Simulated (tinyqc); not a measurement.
Which current rules in forward bias: trap-assisted generation and recombination current of an abrupt junction. Computed by tinyqc, a small Python program. Command: `OMP_NUM_THREADS=1 python tinyqc.py 3007815 3007816 out.jsonl junctionleak walk`. One thread of a shared host (Intel(R) Xeon(R) Processor @ 2.30GHz), about 0.01 s of CPU time with the checks.

Depletion approximation, flat quasi-Fermi levels across the depleted layer, long neutral regions with minority lifetimes tau_n and tau_p, full ionisation and Boltzmann statistics. Voltages in exponents stand for e V.

Inputs (values chosen for the exercise, with bands and screening modelled on GaAs):
```
quantity                              value    unit
gap E_g                                1.44      eV
electron mass m_e                    0.0661     m_0
valleys M_c                               1       -
hole mass m_h                         0.548     m_0
dielectric constant eps                13.4       -
acceptor density N_A                1.5e+16   cm^-3
donor density N_D                   1.6e+18   cm^-3
capture time tau_n                    7e-05       s
capture time tau_p                    4e-05       s
trap level E_t - E_i                      0      eV
electron diffusion coefficient D_n       93  cm^2/s
hole diffusion coefficient D_p          4.4  cm^2/s
temperature T                           450       K
```

Field enhancement: none.

Constants: k_B = 8.617333262e-05 eV/K; m_0 = 9.1093837015e-31 kg; k_B = 1.380649e-23 J/K; h = 6.62607015e-34 J s; e = 1.602176634e-19 C; eps_0 = 8.8541878128e-12 F/m.

Method:
- N_c = 2 M_c (2 pi m_e k_B T/h^2)^(3/2) and N_v = 2 (2 pi m_h k_B T/h^2)^(3/2), masses in units of m_0.
- n_i = sqrt(N_c N_v) exp(-E_g/2 k_B T); V_bi = (k_B T/e) ln(N_A N_D/n_i^2); diffusion saturation current J_d0 = e n_i^2 [sqrt(D_n/tau_n)/N_A + sqrt(D_p/tau_p)/N_D].
- W = sqrt(2 eps eps_0 (V_bi - V)(1/N_A + 1/N_D)/e), x_p = W N_D/(N_A + N_D), x_n = W - x_p, peak field F_m = 2 (V_bi - V)/W; reverse bias means V = -V_r.
- Potential from the p edge: phi = (V_bi - V) x^2/(x_p W) on the p side and (V_bi - V)[1 - (W - x)^2/(x_n W)] on the n side; p = N_A exp(-phi/k_B T), n = n_i^2 exp(V/k_B T)/p; U = (n p - n_i^2)/[tau_p (n + n_i exp(dE/k_B T)) + tau_n (p + n_i exp(-dE/k_B T))], dE = E_t - E_i, n1 = n_i exp(dE/k_B T), p1 = n_i exp(-dE/k_B T); J_t = e int U dx by the trapezoid rule on 400 intervals on each side.
- J_d = J_d0 (exp(V/k_B T) - 1). Ideality n = (e/k_B T) dV/d ln J, central difference of 1 mV. The rows stop just below the bias where n = 0.1 p or tau_p n = 0.1 tau_n p at the p edge, or the like at the n edge.

k_B T = 0.0387780 eV

n_i = 3.30598e+10 cm^-3

J_d0 = 1.34922e-11 A/cm^2

Forward characteristic:
```
V (V)  J_t (A/cm^2)  J_d (A/cm^2)  ideality of J_t  ideality of the sum
0.18     1.4037e-09    1.3861e-09           1.7766               1.2741
0.29     6.5865e-09    2.3861e-08           1.8667               1.1111
0.39     2.6129e-08    3.1468e-07           1.8705               1.0370
0.50     1.1998e-07    5.3683e-06           1.8484               1.0101
0.60     4.9048e-07    7.0760e-05           1.8119               1.0031
0.71     2.4055e-06    1.2071e-03           1.7531               1.0009
0.81     1.0749e-05    1.5910e-02           1.6948               1.0003
0.92     5.7235e-05    2.7141e-01           1.7468               1.0001
```

Diffusion overtakes recombination between 0.18 and 0.29 V, and the ideality of the sum goes from 1.27 to 1.00. The ideality of J_t alone lies between 1.69 and 1.87; it stays below 2 because the zone where n and p are alike widens as the field falls, and at the lowest bias the terms in n1 and p1 lower it too. Caution: one side is doped near or above its effective density of states, so Boltzmann statistics understate V_bi.

Extremes, crossings and ranges named in words are read from the listed rows.
